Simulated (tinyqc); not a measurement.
Arrhenius plot: admittance spectroscopy and thermally stimulated current of one trap level in a depletion layer. Computed by tinyqc, a small Python program. Command: `OMP_NUM_THREADS=1 python tinyqc.py 3111082 3111083 out.jsonl admit walk`. One thread of a shared host (Intel(R) Xeon(R) Processor @ 2.30GHz), about 0.01 s of CPU time with the checks.

A Schottky junction on n-type material holds one donor-like electron trap; shallow donors are fully ionised and abrupt depletion edges are assumed.

Inputs (values chosen for the exercise, modelled on n-type beta-Ga2O3): density-of-states mass m = 0.27 m_0; shallow doping N = 2.7e+15 1/cm^3; trap depth E_t below the band = 0.355 eV; capture cross section sigma = 5.4e-15 cm^2; test frequency f = 100 Hz.

Constants: k_B = 1.380649e-23 J/K; m_0 = 9.1093837015e-31 kg; h = 6.62607015e-34 J s; k_B = 8.617333262e-05 eV/K.

Method:
- N_c = 2 (2 pi m k_B T/h^2)^(3/2), v_th = sqrt(3 k_B T/m), emission rate e_n = sigma v_th N_c exp(-E_t/(k_B T)).
- Where the level crosses the Fermi level capture equals emission, so the trap follows the signal with the rate 2 e_n; G/omega peaks at omega = 2 e_n (the correction for large N_t/N is left out).
- Solve 2 e_n(T_p) = 2 pi f.
- T_p for 0.1, 0.3, 1, 3 and 10 f; least-squares lines of ln(e_n/T^2) and of ln(e_n) against 1/(k_B T), e_n = pi f; sigma = exp(intercept)/(v_th N_c/T^2).

peak temperature T_p = 203.400 K

Peaks:
```
f (Hz)  T_p (K)  1/(k_B T) (1/eV)  ln(e_n/T^2)  ln(e_n)
10       184.25            62.982      -6.9853   3.4473
30       192.94            60.147      -5.9788   4.5459
100      203.40            57.053      -4.8805   5.7499
300      213.94            54.242      -3.8829   6.8485
1000     226.75            51.179      -2.7952   8.0525
```

depth from e_n/T^2 = 0.355 eV

cross section from the intercept = 5.40e-15 cm^2

depth without the T^2 = 0.39014 eV

What does the comparison show, and why?

Leaving out T^2 adds 35 meV, near 2 k_B T_p = 35 meV.

Extremes, crossings and ranges named in words are read from the listed rows.
